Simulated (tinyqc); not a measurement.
Finite-size error of a charged defect in a periodic cell: Madelung and Makov-Payne terms: one step, computed by the program tinyqc. Command: `OMP_NUM_THREADS=1 python tinyqc.py 3003719 3003720 out.jsonl imagecharge walk`. One thread of a shared host (Intel(R) Xeon(R) Processor @ 2.30GHz), about 0.02 s of CPU time with the checks.

L is the cube root of the cell volume. The defect charge is a Gaussian, rho(r) = q (2 pi sigma^2)^(-3/2) exp(-r^2/2 sigma^2), repeated periodically in a uniform neutralising background and screened by a continuum. The model cell energy is E(L) = E_0 + [periodic - isolated electrostatic energy].

Task: Madelung energy. Ewald sum for a unit point charge: scale each Cartesian component of the cell by 1/sqrt(eps_i), giving R', G' and V'; E = [ (1/2) sum erfc(eta R')/R' + (2 pi/V') sum exp(-G'^2/4 eta^2)/G'^2 - eta/sqrt(pi) - pi/(2 V' eta^2) ] e^2/(4 pi eps_0) / sqrt(eps_x eps_y eps_z), over n_i = -6..6, omitting n = (0,0,0), eta = 2/V'^(1/3). alpha = -2 E eps_g L/(e^2/(4 pi eps_0)), eps_g = (eps_x eps_y eps_z)^(1/3).

Inputs (values chosen for the exercise, with screening close to that of diamond): charge q = 2 e; cell length L = 16.2 angstrom; dielectric constant eps = 5.86.

Supercell lattice: bcc. Screening: isotropic.

cell vectors (rows) (angstrom):
```
           1          2          3
1  -10.20536   10.20536   10.20536
2   10.20536  -10.20536   10.20536
3   10.20536   10.20536  -10.20536
```

Constants: e^2/(4 pi eps_0) = 14.39964548 eV angstrom.

Give: terms for a unit charge; Madelung constant alpha; point-charge correction -q^2 E.

Result:

terms for a unit charge (eV): real space 0.0013, reciprocal 0.0104, self -0.1712, background -0.0596

Madelung constant alpha = 2.888

point-charge correction -q^2 E = 0.8763 eV
